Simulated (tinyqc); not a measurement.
Field dependence: Hall factor, magnetoresistance and optical conductivity for a power-law relaxation time. Computed by tinyqc, a small Python program. Command: `OMP_NUM_THREADS=1 python tinyqc.py 3015067 3015068 out.jsonl magneto walk`. One thread of a shared host (Intel(R) Xeon(R) Processor @ 2.30GHz), about 0.01 s of CPU time with the checks.

One spherical parabolic band, tau(E) = tau_0 x^s with x = E/(k_B T). Landau quantisation is left out.

Inputs (values chosen for the exercise, with a mass close to that of electrons in GaAs):
```
quantity                 value  unit
effective mass m         0.067   m_0
exponent s                 1.5     -
tau_0                      110    fs
reduced Fermi level eta     -8     -
temperature T              350     K
```

Constants: m_0 = 9.1093837015e-31 kg; k_B = 1.380649e-23 J/K; hbar = 1.054571817e-34 J s; e = 1.602176634e-19 C.

Method:
- <y> = int y x^(3/2) f (1 - f) dx / int x^(3/2) f (1 - f) dx, f = 1/(1 + exp(x - eta)).
- Integrals over x = E/(k_B T) use 160 Gauss-Legendre points in u = sqrt(x) from 0 to sqrt(max(eta, 0) + 45).
- n = (2 m k_B T)^(3/2)/(3 pi^2 hbar^3) int x^(3/2) f (1 - f) dx; moments in units of tau_0.
- mu = e <tau>/m; weak field r_H = <tau^2>/<tau>^2 and MR = c (mu B)^2, c = <tau^3>/<tau>^3 - r_H^2; strong field r_H = 1 and MR = <tau> <1/tau> - 1.
- With w_c = e B/m: sigma_xx = (n e^2/m) <tau/(1 + w_c^2 tau^2)>, sigma_xy = (n e^2/m) <w_c tau^2/(1 + w_c^2 tau^2)>; r_H = (n e/B) sigma_xy/(sigma_xx^2 + sigma_xy^2); MR = sigma_0 sigma_xx/(sigma_xx^2 + sigma_xy^2) - 1, sigma_0 = n e^2 <tau>/m.

drift mobility mu = 13034.3 cm^2/(V s)

saturation MR = 239.483 %

Against the field:
```
B (T)        mu B     r_H      MR (%)
0.023  2.9979e-02  1.9242  1.8874e-01
0.077  1.0036e-01  1.8622  1.7665e+00
0.23   2.9979e-01  1.6704  8.8252e+00
0.46   5.9958e-01  1.4994  1.8923e+01
0.77   1.0036e+00  1.3763  3.0008e+01
1.5    1.9551e+00  1.2425  4.9094e+01
3.1    4.0406e+00  1.1375  7.5381e+01
7.7    1.0036e+01  1.0593  1.1340e+02
31     4.0406e+01  1.0124  1.6882e+02
```

r_H falls from 1.924 to 1.012, so a strong-field measurement gives n directly; half of the fall is done between 0.600 and 1.00 in mu B. MR starts as B^1.85 and reaches 70 % of its saturation value in the last row. It arises only because carriers of different energy have different Hall angles, which one Hall field cannot cancel. Above 17 T hbar w_c exceeds k_B T and mu B exceeds 1, and Landau quantisation replaces this picture.

Extremes, crossings and ranges named in words are read from the listed rows.
